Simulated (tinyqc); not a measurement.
# Changing the tilt of the sample

Model: Rutherford backscattering from a thin compound film on silicon: kinematics, yields, composition and thickness. Computed by tinyqc, a small Python program. Command: `OMP_NUM_THREADS=1 python tinyqc.py 3009270 3009271 out.jsonl rbs sweep`. One thread of a shared host (Intel(R) Xeon(R) Processor @ 2.30GHz), about 0.01 s of CPU time with the checks.

Singly charged helium ions (Z1 = 2, M1 = 4.0026 u) enter at the tilt angle a1 to the normal and leave at a2 = |180 - theta - tilt| in the same plane. The film is A B_x.

Inputs (values chosen for the exercise, modelled on a helium beam on HfO2):

| quantity | value | unit |
|---|---|---|
| beam energy E0 | 1.7 | MeV |
| scattering angle theta | 165 | degrees |
| heavy element: Z_A | 72 | - |
| heavy element: mass M_A | 178.5 | u |
| heavy element: stopping eps_A at 2 MeV | 119 | 1e-15 eV cm^2 |
| light element: Z_B | 8 | - |
| light element: mass M_B | 16 | u |
| light element: stopping eps_B at 2 MeV | 37 | 1e-15 eV cm^2 |
| atoms of B per atom of A, x | 1.87 | - |
| atomic density of the film | 82.7 | 1/nm^3 |
| film thickness d | 7.4 | nm |
| collected charge | 20 | microcoulomb |
| detector solid angle | 4 | msr |
| detector resolution (FWHM) | 16 | keV |

Constants: e^2/(4 pi eps_0) = 14.39964548 eV angstrom; e = 1.602176634e-19 C.

Method:
- Kinematic factor K = [(sqrt(M^2 - M1^2 sin^2 theta) + M1 cos theta)/(M + M1)]^2.
- Surface edges lie at K E0; substrate silicon has M = 28.09 u. Mass resolution at M_A = resolution/(E0 dK/dM).
- Stopping per atom eps(E) = eps(2 MeV) (E/2 MeV)^(-0.4) (a law chosen for the exercise); Bragg rule eps_film = (eps_A + x eps_B)/(1 + x); areal density N d, with 1/nm^2 = 0.1 x 1e15/cm^2.
- Width of the signal of element i: [K_i eps(E0)/cos a1 + eps(K_i E0)/cos a2] N d; depth resolution = resolution x d/width of A; energy lost on the way in = eps(E0) N d/cos a1.
- Rutherford cross section in the laboratory frame: sigma = (Z1 Z e^2/(4 pi eps_0 4E))^2 (4/sin^4 theta) (r + cos theta)^2/r, r = sqrt(1 - (M1 sin theta/M)^2), times the screening factor 1 - 0.049 Z1 Z^(4/3)/E (E in keV); 1 angstrom^2 = 1e8 barn.
- Counts = (charge/e) x solid angle x sigma(E_mean) x areal density of the element/cos a1, E_mean = E0 - half the energy lost on the way in; 1 barn = 1e-24 cm^2. The ratio of areas returns x = (Y_B/Y_A)(sigma_A/sigma_B), with the counting error sqrt(1/Y_A + 1/Y_B).

One run for each value:

| tilt of the sample (degrees) | depth resolution (nm) | counting error of x without background (%) | energy lost on the way in (keV) |
|---|---|---|---|
| 0 | 13.907 | 2.2095 | 4.282 |
| 15 | 13.937 | 2.1714 | 4.433 |
| 30 | 12.982 | 2.0558 | 4.945 |
| 45 | 11.099 | 1.8570 | 6.056 |
| 55 | 9.377 | 1.6718 | 7.466 |
| 65 | 7.318 | 1.4339 | 10.133 |
| 70 | 6.167 | 1.2890 | 12.521 |
| 75 | 4.929 | 1.1200 | 16.546 |
| 80 | 3.580 | 0.9152 | 24.661 |

What does the table show, and why?

Over the rows, depth resolution (nm) goes from 13.9 through a maximum among these rows, 13.9 at 15.0, to 3.58; counting error of x without background (%) falls from 2.21 to 0.915; energy lost on the way in (keV) rises from 4.28 to 24.7. Tilting lengthens the inward path at once but shortens the outward one up to 180 - theta, so only large tilts clearly sharpen the depth scale, until roughness and straggling (left out) take over.

Extremes, crossings and ranges named in words are read from the listed rows.
